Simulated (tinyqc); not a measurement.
From results back to parameters: four-band model of biased bilayer graphene near K. Three cases, with inputs chosen for the exercise.

Problem. With g1 the hopping between the dimer sites, v0 the velocity of one layer (hbar v) and no skew hoppings, the direct gap at K is U and the smallest gap is U g1/sqrt(U^2 + g1^2), on a ring of radius (U/2 v0) sqrt((2 g1^2 + U^2)/(g1^2 + U^2)). The values below come from hidden g1 and v0.

Case 1.

Values chosen (out of a larger set: near those used for Bernal bilayer graphene; not measured data): U = 0.44 eV (potential difference of the layers).

smallest gap = 0.2700245 eV
radius = 0.0413520 1/angstrom

Case 2.

Values chosen (out of a larger set: near those used for Bernal bilayer graphene; not measured data): U = 0.4 eV (potential difference of the layers).

smallest gap = 0.2590594 eV
radius = 0.0350617 1/angstrom

Case 3.

Values chosen (out of a larger set: near those used for Bernal bilayer graphene; not measured data): U = 0.39 eV (potential difference of the layers).

smallest gap = 0.2717991 eV
radius = 0.0349739 1/angstrom

Find: g1; v0.

Solution. 1/gap^2 = 1/U^2 + 1/g1^2 gives g1; the radius then gives v0.

Case 1.

g1 = 0.342 eV
v0 = 6.242 eV angstrom

Case 2.

g1 = 0.340 eV
v0 = 6.796 eV angstrom

Case 3.

g1 = 0.379 eV
v0 = 6.796 eV angstrom

Computed by tinyqc, one run a case: `OMP_NUM_THREADS=1 python tinyqc.py N N+1 out.jsonl` with N = 1452078, 1452103, 1452404; one thread of a shared Intel(R) Xeon(R) Processor @ 2.30GHz, about 0.07 s a run at most.
